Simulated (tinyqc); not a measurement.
Off-state leakage of single and stacked transistors: two steps of the calculation.

n-channel devices of unit width. Subthreshold current I(Vg, Vs, Vd) = I0 (T/300 K)^0.5 exp[(Vg - Vs - VT(T) - gb (Vs - Vb) + dd (Vd - Vs))/(nf Vt)] (1 - exp(-(Vd - Vs)/Vt)), VT(T) = VT - cT (T - 300 K). Gate-edge tunnelling Ig (Vd/1 V) exp(ag (Vd - 1 V)), for a gate at 0 V, and band-to-band leakage Ab u exp(-Bb/u), u = Vd - Vb + 1 V, flow at a drain held at V; both are taken as independent of T. In a stack of off transistors (all gates at 0 V) the same subthreshold current passes through each.

Parameters, values chosen for the exercise; values of the order met in bulk silicon logic transistors:

| symbol | value | unit | meaning |
|---|---|---|---|
| T | 398 | K | temperature |
| V | 0.9 | V | supply voltage |
| VT | 0.35 | V | threshold at 300 K, zero drain and body bias |
| cT | 0.8 | mV/K | fall of the threshold with temperature |
| I0 | 0.2 | uA/um | current at threshold at 300 K |
| nf | 1.24 |  | slope factor |
| dd | 0.1 |  | drain-induced lowering per volt |
| gb | 0.22 |  | rise of the threshold per volt of source-body bias |
| Ig | 0.0008 | uA/um | gate-edge tunnelling current at 1 V |
| ag | 3.3 | 1/V | exponential slope of the gate current |
| Ab | 5 | uA/(um V) | prefactor of band-to-band leakage at the drain |
| Bb | 29 | V | its exponential voltage |
| Vb | 0 | V | body voltage |

Constants: q = 1.602176634e-19 C, kB = 1.380649e-23 J/K, Vt = kB T/q. Results are converted to the units shown.

Task 1. Leakage of one transistor. Vg = Vs = 0, Vd = V; effective threshold VT(T) - gb Vb - dd V.

Find: effective threshold; parts; total; shares.

Result 1.

effective threshold = 0.1816 V
parts (nA/um): subthreshold 3.221, gate edge 0.5176, band-to-band 0.002234
total = 3.740 nA/um
shares (%): subthreshold 86.10, gate edge 13.84, band-to-band 0.05972

The subthreshold part is the largest.

Task 2. New Vx. Stack of two, Vx the node between them: I_low = I(0, 0, Vx), I_up = I(0, Vx, V), f = ln(I_up/I_low), f' = -(1 + gb + 2 dd)/(nf Vt) - 1/(Vt (exp(Vx/Vt) - 1)) - 1/(Vt (exp((V - Vx)/Vt) - 1)), Vx(new) = Vx - f/f'.

Vx after iteration 1 = 0.067785605 V

Wanted: I_low; I_up; f; f'; Vx after iteration 2.

Result 2.

I_low = 0.39202 nA/um
I_up = 0.39282 nA/um
f = 0.0020615
f' = -38.080 1/V
Vx after iteration 2 = 0.067840 V

Numbers from tinyqc (`OMP_NUM_THREADS=1 python tinyqc.py 2242253 2242254 out.jsonl`; about 0.03 s on one thread of a shared Intel Xeon 2.30GHz).
